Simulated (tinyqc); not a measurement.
Pair of shallow donors (hydrogen-like orbitals): one step. Distance and integrals. Three cases, with inputs chosen for the exercise.

Problem. Give Ha*, R, x, S, j, k.

Each donor has the orbital exp(-r/a); energy unit Ha* = q/(eps a), q = e^2/(4 pi eps0), so that a lone donor is bound by Ha*/2; x = R/a. One electron: S = (1 + x + x^2/3) exp(-x), j = 1/x - (1 + 1/x) exp(-2x), k = (1 + x) exp(-x); levels E(+/-) = -1/2 - (j +/- k)/(1 +/- S) in Ha*, without the repulsion of the ions, split by D = |E(-) - E(+)|.

Constants: e^2/(4 pi eps0) = 14.39964547 eV angstrom.

Case 1.

Values chosen (out of a larger set: near those of two donors in GaN; not measured data):
- a = 23.8 angstrom (orbital radius)
- eps = 9.3 (dielectric constant)
- R = 135 angstrom (separation)

Case 2.

Values chosen (out of a larger set: near those of two donors in GaAs; not measured data):
- a = 98.7 angstrom (orbital radius)
- eps = 12.8 (dielectric constant)
- R = 733 angstrom (separation)

Case 3.

Values chosen (out of a larger set: near those of two donors in GaN; not measured data):
- a = 23.2 angstrom (orbital radius)
- eps = 9.2 (dielectric constant)
- R = 152 angstrom (separation)

Give: Ha*; R; x; S, j, k.

Solution.

Case 1.

Ha* = 65.057 meV
R = 135.00 angstrom
x = 5.6723

S, j, k: 0.05985  0.17628  0.02295

Case 2.

Ha* = 11.398 meV
R = 733.00 angstrom
x = 7.4265

S, j, k: 0.01596  0.13465  0.00502

Case 3.

Ha* = 67.465 meV
R = 152.00 angstrom
x = 6.5517

S, j, k: 0.03121  0.15263  0.01078

Computed by tinyqc, one run a case: `OMP_NUM_THREADS=1 python tinyqc.py N N+1 out.jsonl` with N = 1281908, 1282058, 1282485; one thread of a shared Intel(R) Xeon(R) Processor @ 2.30GHz, about 0.01 s a run at most.
